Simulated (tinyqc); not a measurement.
# Inputs raised by 10 %, one at a time

Model: valley-orbit splitting of a donor ground state, with strain. Computed by tinyqc, a small Python program. Command: `OMP_NUM_THREADS=1 python tinyqc.py 3021665 3021666 out.jsonl valleyorbit sens`. One thread of a shared host (Intel(R) Xeon(R) Processor @ 2.30GHz), about 0.02 s of CPU time with the checks.

The basis is the 1s envelope in each valley; energies are counted from the unstrained conduction-band edge. The strain is e_s (a a^T - 1/3) for the unit stress axis a, so valley j along n_j moves by Xi_u e_s w_j with w_j = (n_j.a)^2 - 1/3: -1/3 for x and y, +2/3 for z.

Inputs (values chosen for the exercise, modelled on donors in silicon):
```
quantity                                     value   unit
single-valley binding energy E_0              30.3    meV
central-cell shift Lambda                        3    meV
coupling Delta_1                              3.12    meV
coupling Delta_2                              1.96    meV
shear deformation potential Xi_u              8.33     eV
shear strain e_s                          -9.3e-05      -
temperature T                                  4.2      K
donor density N_D                          1.2e+17  cm^-3
density-of-states mass of one valley m_e     0.325    m_0
```

Valleys: six along <100>. Stress axis: [001].

Constants: k_B = 8.617333262e-05 eV/K; m_0 = 9.1093837015e-31 kg; k_B = 1.380649e-23 J/K; h = 6.62607015e-34 J s.

Method:
- H_jj = -(E_0 + Lambda) + Xi_u e_s w_j; H_jk = -Delta_2 between opposite valleys and -Delta_1 between perpendicular ones.
- Diagonalise H; the ground vector has positive components. The density at the nucleus, and so the contact hyperfine coupling, scales as (sum_j c_j)^2/(number of valleys), which is 1 without strain; the envelopes are held fixed.
- The binding energy is counted from the lowest valley edge, min_j Xi_u e_s w_j; the gap is from the ground state to the next level.
- z = sum over levels of exp(-(E - E_ground)/k_B T), the ground-state share being 1/z; N_c = 2 (2 pi m_e k_B T/h^2)^(3/2) sum_j exp(-(shift_j - lowest shift)/k_B T); n1 = N_c/(2 z) exp(-binding/k_B T), binding = lowest shift - E_ground; without compensation n = 2 N_D/(1 + sqrt(1 + 4 N_D/n1)) (Boltzmann statistics; p and higher states left out).

Runs; columns: (1) input moved; (2) from; (3) to; (4) gap to the first excited state (meV); (5) hyperfine ratio A/A_0; (6) free electrons n (cm^-3); (7) share of neutral donors in the ground state:
```
(1)                                         (2)         (3)     (4)      (5)         (6)  (7)
base run                                      -           -  15.891  0.99961  1.5543e-12    1
central-cell shift Lambda (meV)               3         3.3  15.891  0.99961  1.0270e-12    1
coupling Delta_1 (meV)                     3.12       3.432  17.138  0.99968  2.7744e-13    1
coupling Delta_2 (meV)                     1.96       2.156  16.283  0.99961  1.1856e-12    1
shear deformation potential Xi_u (eV)      8.33       9.163  15.841  0.99953  1.6349e-12    1
shear strain e_s                       -9.3e-05  -0.0001023  15.841  0.99953  1.6349e-12    1
temperature T (K)                           4.2        4.62  15.891  0.99961  6.4181e-10    1
donor density N_D (cm^-3)               1.2e+17    1.32e+17  15.891  0.99961  1.6302e-12    1
```

Exponents ln(y'/y) / ln(x'/x); columns: (1) input; (2) gap to the first excited state; (3) hyperfine ratio A/A_0; (4) free electrons n; (5) share of neutral donors in the ground state:
```
(1)                                  (2)     (3)      (4)  (5)
central-cell shift Lambda          0.000   0.000   -4.348    0
coupling Delta_1                   0.793   0.001  -18.080    0
coupling Delta_2                   0.256   0.000   -2.841    0
shear deformation potential Xi_u  -0.033  -0.001    0.530    0
shear strain e_s                  -0.033  -0.001    0.530    0
temperature T                      0.000   0.000   63.196    0
donor density N_D                  0.000   0.000    0.500    0
```

Among the inputs moved here: gap to the first excited state answers most in size to coupling Delta_1 (exponent +0.793), next to coupling Delta_2 (+0.256); its exponent is below 0.0005 for central-cell shift Lambda, temperature T, donor density N_D. hyperfine ratio A/A_0 hardly depends on these (all exponents below 0.005). Free electrons n answers most in size to temperature T (exponent +63.196), next to coupling Delta_1 (-18.080). Its exponent +0.500 in donor density N_D: freeze-out, n = sqrt(n1 N_D). share of neutral donors in the ground state hardly depends on these (all exponents below 0.005).

Caution (all rows): n is below one electron per cm^3, so thermal ionisation is negligible and the number is formal.
